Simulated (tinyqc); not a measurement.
# MOS inversion layer, Poisson-Schroedinger loop, step by step

Computed by the program tinyqc: `OMP_NUM_THREADS=1 python tinyqc.py 2160144 2160145 out.jsonl`, one thread of a shared Intel Xeon 2.30GHz, about 1 s for the whole run. Printed values are rounded.

Electrons confined at an insulator interface at z = 0, treated as a hard wall; parabolic valleys, Hartree approximation, no image or exchange terms. The depletion charge lies far deeper than the electrons and gives a uniform field q Nd/(eps0 eps_r); the gate balances all charge. Energies are counted from the band edge at the interface.

Inputs (values chosen for the exercise); masses and permittivity close to those of silicon (100): temperature T = 300 K; relative permittivity eps_r = 11.9; mass along z of valley set A (2 valley(s)) mz1 = 0.929 m0; in-plane density-of-states mass of set A md1 = 0.19 m0; mass along z of valley set B (4 valley(s)) mz2 = 0.193 m0; in-plane density-of-states mass of set B md2 = 0.425 m0; sheet density of electrons Ns = 6.7e11 cm^-2; sheet density of depletion charge Nd = 4.2e11 cm^-2; extra shift of set B (strain) dE = 0 eV; mesh step hz = 1.4 nm; mixing factor a = 0.3.

Constants: q = 1.602176634e-19 C, kB = 1.380649e-23 J/K, hbar = 1.054571817e-34 J s, m0 = 9.1093837015e-31 kg, Vt = kB T/q, eps0 = 8.8541878128e-14 F/cm where lengths are in cm, hbar^2/(2 m0) = 0.0380998212 eV nm^2. Results are converted to the units shown.

## Fixed part of the potential

| node | z (nm) |
|---|---|
| 1 | 1.4 |
| 2 | 2.8 |
| 3 | 4.2 |
| 4 | 5.6 |
| 5 | 7 |
| 6 | 8.4 |
| 7 | 9.8 |
| 8 | 11.2 |
| 9 | 12.6 |
| 10 | 14 |
| 11 | 15.4 |
| 12 | 16.8 |
| 13 | 18.2 |
| 14 | 19.6 |
| 15 | 21 |

V0 = q Nd z/(eps0 eps_r) in eV.

| node | fixed potential V0 (eV) |
|---|---|
| 1 | 0.0089411 |
| 2 | 0.0178822 |
| 3 | 0.0268234 |
| 4 | 0.0357645 |
| 5 | 0.0447056 |
| 6 | 0.0536467 |
| 7 | 0.0625879 |
| 8 | 0.0715290 |
| 9 | 0.0804701 |
| 10 | 0.0894112 |
| 11 | 0.0983523 |
| 12 | 0.1072935 |
| 13 | 0.1162346 |
| 14 | 0.1251757 |
| 15 | 0.1341168 |

## Round 1: levels and probability densities

| node | self-consistent potential U at the start (eV) |
|---|---|
| 1 | 0 |
| 2 | 0 |
| 3 | 0 |
| 4 | 0 |
| 5 | 0 |
| 6 | 0 |
| 7 | 0 |
| 8 | 0 |
| 9 | 0 |
| 10 | 0 |
| 11 | 0 |
| 12 | 0 |
| 13 | 0 |
| 14 | 0 |
| 15 | 0 |

Tridiagonal Hamiltonian with psi = 0 one step beyond both ends: H_ii = C (1/m_(i-1/2) + 1/m_(i+1/2))/hz^2 + V0_i + U_i (+ dE for the set B), H_(i,i+1) = -C/(m_(i+1/2) hz^2), C = hbar^2/(2 m0). The lowest 2 level(s) of each valley set are kept, normalised to hz sum |psi|^2 = 1. The mass is the same on all intervals.

levels (eV): A1 0.02714682, A2 0.04648934, B1 0.04649856, B2 0.08079349

| node | \|psi\|^2 of A1 (1/nm) | \|psi\|^2 of A2 (1/nm) | \|psi\|^2 of B1 (1/nm) | \|psi\|^2 of B2 (1/nm) |
|---|---|---|---|---|
| 1 | 0.2363877 | 0.1816633 | 0.0584541 | 0.0547166 |
| 2 | 0.3018038 | 0.0076733 | 0.1547555 | 0.0905750 |
| 3 | 0.1363791 | 0.1374819 | 0.1876936 | 0.0324046 |
| 4 | 0.0336778 | 0.2310544 | 0.1508939 | 0.0013981 |
| 5 | 0.0053752 | 0.1184748 | 0.0913648 | 0.0566813 |
| 6 | 0.0006071 | 0.0318195 | 0.0443948 | 0.1249347 |
| 7 | 0.0000514 | 0.0054134 | 0.0179799 | 0.1395584 |
| 8 | 0.0000034 | 0.0006440 | 0.0062248 | 0.1063821 |
| 9 | 0.0000002 | 0.0000570 | 0.0018760 | 0.0618758 |
| 10 | 0.0000000 | 0.0000039 | 0.0004990 | 0.0290824 |
| 11 | 0.0000000 | 0.0000002 | 0.0001184 | 0.0114306 |
| 12 | 0.0000000 | 0.0000000 | 0.0000253 | 0.0038355 |
| 13 | 0.0000000 | 0.0000000 | 0.0000049 | 0.0011051 |
| 14 | 0.0000000 | 0.0000000 | 0.0000008 | 0.0002642 |
| 15 | 0.0000000 | 0.0000000 | 0.0000001 | 0.0000413 |

## Round 1: Fermi level and occupations

Level k holds N_k = D_k Vt ln(1 + exp((EF - E_k)/Vt)) with D = 2 md1 m0 q/(pi hbar^2) for the set A, D = 4 md2 m0 q/(pi hbar^2) for the set B per eV (spin included); EF is fixed by sum N_k = Ns.

EF = -0.05622286 eV
N_k (cm^-2): A1 1.600043e11, A2 7.649481e10, B1 3.420926e11, B2 9.140821e10

## Round 1: density, output potential and mixing

n_i = sum_k N_k |psi_k|^2 (converted to cm^-3). Hartree part by Gauss: on the interval before node i the electrons still beyond are S_i = Ns - hz sum_(j<i) n_j, and U_i = U_(i-1) + q S_i hz/(eps0 eps_r) in eV, U_0 = 0 at the interface. Mixing: U(new) = U + a (U(out) - U).

| node | n (1e18 cm^-3) | U(out) (eV) | U after round 1 (eV) |
|---|---|---|---|
| 1 | 0.767176 | 0.01426322 | 0.00427897 |
| 2 | 1.100969 | 0.02623997 | 0.00787199 |
| 3 | 0.995085 | 0.03493541 | 0.01048062 |
| 4 | 0.748106 | 0.04066513 | 0.01219954 |
| 5 | 0.463591 | 0.04416522 | 0.01324957 |
| 6 | 0.291383 | 0.04628363 | 0.01388509 |
| 7 | 0.193299 | 0.04753361 | 0.01426008 |
| 8 | 0.119035 | 0.04820749 | 0.01446225 |
| 9 | 0.063021 | 0.04852660 | 0.01455798 |
| 10 | 0.028294 | 0.04865788 | 0.01459736 |
| 11 | 0.010854 | 0.04870483 | 0.01461145 |
| 12 | 0.003592 | 0.04871944 | 0.01461583 |
| 13 | 0.001027 | 0.04872334 | 0.01461700 |
| 14 | 0.000244 | 0.04872419 | 0.01461726 |
| 15 | 0.000038 | 0.04872430 | 0.01461729 |

## Round 2: levels and probability densities

As before.

levels (eV): A1 0.03429017, A2 0.05640688, B1 0.05681306, B2 0.09321997

| node | \|psi\|^2 of A1 (1/nm) | \|psi\|^2 of A2 (1/nm) | \|psi\|^2 of B1 (1/nm) | \|psi\|^2 of B2 (1/nm) |
|---|---|---|---|---|
| 1 | 0.2980953 | 0.1910053 | 0.0709405 | 0.0595533 |
| 2 | 0.2939562 | 0.0007812 | 0.1742336 | 0.0865746 |
| 3 | 0.1006131 | 0.2043011 | 0.1933897 | 0.0217102 |
| 4 | 0.0190167 | 0.2147323 | 0.1420744 | 0.0066176 |
| 5 | 0.0023740 | 0.0828352 | 0.0789486 | 0.0747962 |
| 6 | 0.0002147 | 0.0178294 | 0.0354246 | 0.1368052 |
| 7 | 0.0000149 | 0.0025236 | 0.0133359 | 0.1383240 |
| 8 | 0.0000008 | 0.0002566 | 0.0043190 | 0.0982888 |
| 9 | 0.0000000 | 0.0000198 | 0.0012247 | 0.0541029 |
| 10 | 0.0000000 | 0.0000012 | 0.0003081 | 0.0242942 |
| 11 | 0.0000000 | 0.0000001 | 0.0000694 | 0.0091829 |
| 12 | 0.0000000 | 0.0000000 | 0.0000141 | 0.0029783 |
| 13 | 0.0000000 | 0.0000000 | 0.0000026 | 0.0008332 |
| 14 | 0.0000000 | 0.0000000 | 0.0000004 | 0.0001944 |
| 15 | 0.0000000 | 0.0000000 | 0.0000000 | 0.0000299 |

## Round 2: Fermi level and occupations

As before.

EF = -0.04646633 eV
N_k (cm^-2): A1 1.766622e11, A2 7.602423e10, B1 3.348546e11, B2 8.245898e10

## Round 2: density, output potential and mixing

As before.

| node | n (1e18 cm^-3) | U(out) (eV) | U after round 2 (eV) |
|---|---|---|---|
| 1 | 0.958487 | 0.01426322 | 0.00727424 |
| 2 | 1.174721 | 0.02566979 | 0.01321133 |
| 3 | 0.998540 | 0.03357525 | 0.01740901 |
| 4 | 0.678043 | 0.03850469 | 0.02009109 |
| 5 | 0.393208 | 0.04141331 | 0.02169869 |
| 6 | 0.245363 | 0.04315002 | 0.02266457 |
| 7 | 0.160661 | 0.04415545 | 0.02322869 |
| 8 | 0.095707 | 0.04468206 | 0.02352819 |
| 9 | 0.048729 | 0.04492342 | 0.02366761 |
| 10 | 0.021065 | 0.04501955 | 0.02372402 |
| 11 | 0.007805 | 0.04505291 | 0.02374389 |
| 12 | 0.002503 | 0.04506299 | 0.02374998 |
| 13 | 0.000696 | 0.04506562 | 0.02375159 |
| 14 | 0.000162 | 0.04506618 | 0.02375193 |
| 15 | 0.000025 | 0.04506625 | 0.02375198 |

## Course of the self-consistent loop

Start from U = 0. Stop when the largest |U(out) - U| is below 1e-7 eV, or after 120 rounds.

Course of the iteration:

| round | level A1 (eV) | EF (eV) | largest \|U(out) - U\| (eV) |
|---|---|---|---|
| 1 | 0.02714682 | -0.05622286 | 0.0487 |
| 2 | 0.03429017 | -0.04646633 | 0.0304 |
| 3 | 0.03885887 | -0.04028614 | 0.0192 |
| 4 | 0.04187644 | -0.03627831 | 0.0123 |
| 5 | 0.04390481 | -0.03363981 | 7.87e-3 |
| 6 | 0.04528239 | -0.03188519 | 5.08e-3 |
| 7 | 0.04622404 | -0.03071002 | 3.31e-3 |
| 8 | 0.04687048 | -0.02991870 | 2.17e-3 |
| 9 | 0.04731559 | -0.02938356 | 1.44e-3 |
| ... | ... | ... | ... |
| 27 | 0.04831420 | -0.02823555 | 1.67e-6 |
| 28 | 0.04831464 | -0.02823509 | 1.16e-6 |
| 29 | 0.04831495 | -0.02823477 | 8.09e-7 |
| 30 | 0.04831517 | -0.02823455 | 5.63e-7 |
| 31 | 0.04831532 | -0.02823439 | 3.92e-7 |
| 32 | 0.04831543 | -0.02823428 | 2.73e-7 |
| 33 | 0.04831550 | -0.02823421 | 1.90e-7 |
| 34 | 0.04831555 | -0.02823415 | 1.33e-7 |
| 35 | 0.04831559 | -0.02823412 | 9.24e-8 |

Converged in 35 rounds. Towards the end the residual shrinks by a factor of about 0.70 a round.

## Converged levels, occupations and centroid

| node | converged U (eV) |
|---|---|
| 1 | 0.01426314 |
| 2 | 0.02465782 |
| 3 | 0.03132351 |
| 4 | 0.03516937 |
| 5 | 0.03736312 |
| 6 | 0.03865345 |
| 7 | 0.03937956 |
| 8 | 0.03974514 |
| 9 | 0.03990572 |
| 10 | 0.03996707 |
| 11 | 0.03998755 |
| 12 | 0.03999352 |
| 13 | 0.03999503 |
| 14 | 0.03999534 |
| 15 | 0.03999538 |

Solve for the levels with V0 + U, find EF, n_i = sum_k N_k |psi_k|^2 (in cm^-3); share of each level N_k/Ns; centroid sum n z/sum n.

levels (eV): A1 0.0483156, A2 0.0752157, B1 0.0763333, B2 0.1157656
EF = -0.02823412 eV
shares (%): A1 30.91125, A2 11.09889, B1 47.57028, B2 10.41958

| node | n (1e18 cm^-3) |
|---|---|
| 1 | 1.298001 |
| 2 | 1.251185 |
| 3 | 0.946134 |
| 4 | 0.554330 |
| 5 | 0.303124 |
| 6 | 0.189309 |
| 7 | 0.120971 |
| 8 | 0.068781 |
| 9 | 0.033292 |
| 10 | 0.013718 |
| 11 | 0.004864 |
| 12 | 0.001499 |
| 13 | 0.000402 |
| 14 | 0.000091 |
| 15 | 0.000014 |

centroid = 3.925737 nm

An 800-node mesh to 35 nm with 8 levels a set gives A1 = 0.04978 eV, EF = -0.02920 eV and a centroid of 4.619 nm; the levels kept above hold 87.9 % of the electrons there. The coarse centroid is 15 % below the fine one.

## Closed-form estimates

Triangular well: E_k = a_k (C F^2/mz)^(1/3), a_1 = 2.338107, a_2 = 4.087949, C = hbar^2/(2 m0), F in eV/nm. Fang-Howard (all electrons in the lowest level of set A): b^3 = 6 (mz1/C) q (Nd + 11 Ns/32)/(eps0 eps_r), centroid 3/b, level C b^2/(4 mz1) + (3/b) q (Nd + 11 Ns/16)/(eps0 eps_r). Use F = q (Nd + Ns)/(eps0 eps_r), the surface field, and F = q (Nd + Ns/2)/(eps0 eps_r).

A1 with the surface field = 0.05241565 eV
A1 with Nd + Ns/2 = 0.04103376 eV
A2 with Nd + Ns/2 = 0.07174347 eV
b = 1.130994 1/nm
Fang-Howard centroid = 2.652534 nm
Fang-Howard level = 0.04863447 eV

Against the self-consistent A1 = 0.04978 eV on a fine mesh, the surface-field estimate is 5.3 % above it, the half-charge one 18 % below it and Fang-Howard 2.3 % below it. A1 holds 28.2 % of the electrons, and the Fang-Howard centroid is 43 % below the full one.
